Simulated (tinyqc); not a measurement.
Schottky emission and Poole-Frenkel conduction in an insulator, and how to tell them apart: one step of the calculation.

Schottky emission (electrode-limited): J = As T^2 exp[-(pb - b sqrt(F))/Vt], b = sqrt(q/(4 pi eps0 ei)). Poole-Frenkel emission (bulk-limited): J = s0 F exp[-(pt - 2 b sqrt(F))/Vt]. F in V/cm.

Task. Both currents at one field. Lowerings b sqrt(F) and 2 b sqrt(F); the image-force maximum lies at sqrt(q/(16 pi eps0 ei F)) from the electrode.

Values chosen for this exercise; dielectric values close to those of aluminium oxide:
- T = 325 K (temperature)
- ei = 3.31 (high-frequency relative permittivity)
- pt = 0.79 eV (trap depth)
- s0 = 0.012 S/cm (Poole-Frenkel prefactor)
- pb = 1.03 eV (electrode barrier)
- As = 46 A/(cm^2 K^2) (Richardson constant)
- F = 1.7 MV/cm (field)

Constants: q = 1.602176634e-19 C, kB = 1.380649e-23 J/K, Vt = kB T/q, eps0 = 8.8541878128e-14 F/cm where lengths are in cm. Results are converted to the units shown.

Find: Schottky lowering; position of the barrier top; Poole-Frenkel lowering; J, Schottky; J, Poole-Frenkel.

Result.

Schottky lowering = 271.9 meV
position of the barrier top = 0.7998 nm
Poole-Frenkel lowering = 543.9 meV
J, Schottky = 8.539e-6 A/cm^2
J, Poole-Frenkel = 3.114 A/cm^2

Injection and bulk transport act in series, so the smaller capacity limits the current: here the electrode, by a factor of 3.65e5.

Range of the model: At the field F a Fowler-Nordheim estimate for tunnelling through pb (mass 0.4 m0) gives 3.1e-5 A/cm^2, more than Schottky emission.

tinyqc, about 0.01 s, one thread, Intel Xeon 2.30GHz (shared host): `OMP_NUM_THREADS=1 python tinyqc.py 2370117 2370118 out.jsonl`
